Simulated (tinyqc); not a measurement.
Dopants and charged point defects at anneal temperature: Fermi-level effect, clustering and pairing: one step, computed by the program tinyqc.

Boltzmann statistics and full ionisation of active dopants. Energies are counted from the valence band; the defect (a vacancy or self-interstitial) has five charge states, with all degeneracy factors one.

Problem. Charged defects. C_0 = N_s exp(S_f/k_B) exp(-H_f/k_B T). Ratios to the neutral state at E_F = E_i: r_+ = exp((E(+/0) - E_i)/k_B T), r_2+ = r_+ exp((E(2+/+) - E_i)/k_B T), r_- = exp((E_i - E(0/-))/k_B T), r_2- = r_- exp((E_i - E(-/2-))/k_B T); at other E_F state q scales as chi^(-q). The enhancement is sum r_q chi^(-q)/sum r_q. The charge on the defects is left out of neutrality.

Inputs (values chosen for the exercise, with bands modelled on germanium):
```
quantity                                        value   unit
anneal temperature T                              740      K
formation enthalpy of the neutral defect H_f     1.82     eV
formation entropy S_f                             3.9    k_B
site density N_s                              4.7e+22  cm^-3
```

Dopant: acceptor. Second part: clustering of the dopant.

defect levels as fractions of E_g(T): (2+/+), (+/0), (0/-), (-/2-): 0.17  0.14  0.52  0.69

E_g = 0.4901337 eV

k_B T = 0.06376827 eV

n_i = 5.892057e+17 cm^-3

E_i = 0.2218403 eV

chi = 0.08735598

Give: neutral defects C_0; Charge states; all defects, doped; enhancement over intrinsic; mean charge.

Solution.

neutral defects C_0 = 9.348e+11 cm^-3

Charge states:
```
state  ratio r  intrinsic (cm^-3)  doped (cm^-3)
2+       0.010          9.634e+09      1.263e+12
+        0.090          8.457e+10      9.681e+11
0        1.000          9.348e+11      9.348e+11
-        0.596          5.569e+11      4.865e+10
2-       0.096          8.982e+10      6.854e+08
```

all defects, doped = 3.215e+12 cm^-3

enhancement over intrinsic = 1.918

mean charge = 1.071 e

Doping leaves the neutral state alone and multiplies the total by 1.92; the most common state is 2+ (in intrinsic material 0).
